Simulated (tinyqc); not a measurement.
Electroplating on a thin resistive seed layer: kinetics, Wagner number and the terminal effect across a wafer: one step, computed by the program tinyqc.

Current enters the seed at the rim. The bath is treated as a local resistance per area (no lateral flow in the liquid), two electrons per ion, molar volume 7.11 cm^3/mol, Faraday constant F = e N_A, kinematic viscosity 0.01 cm^2/s, omega = 2 pi x rpm/60; k_B T/e is in volts.

Question. Linear estimate of the terminal effect. Linearised: with R_t = kinetic + bath resistance the current density obeys (1/r)(r i')' = i R_s/R_t, so i = A I_0(r/l), l = sqrt(R_t/R_s); with x = R/l, edge/centre = I_0(x) and edge/mean = x I_0(x)/(2 I_1(x)). Voltage drop in the seed for a uniform current: i R_s R^2/4.

Inputs (values chosen for the exercise, of the order of those for copper plating from an acid sulfate bath): wafer radius R = 15 cm; mean current density = 12 mA/cm^2; temperature T = 298 K.

kinetic resistance = 3.962909 ohm cm^2

bath resistance R_b = 36.66667 ohm cm^2

sheet resistance R_s = 0.58 ohm/square

Give: length l; x = R/l; edge over centre, linear; edge over mean, linear; drop for uniform current.

Answer.

length l = 8.3696 cm

x = R/l = 1.7922

edge over centre, linear = 1.9793

edge over mean, linear = 1.3567

drop for uniform current = 391.5 mV
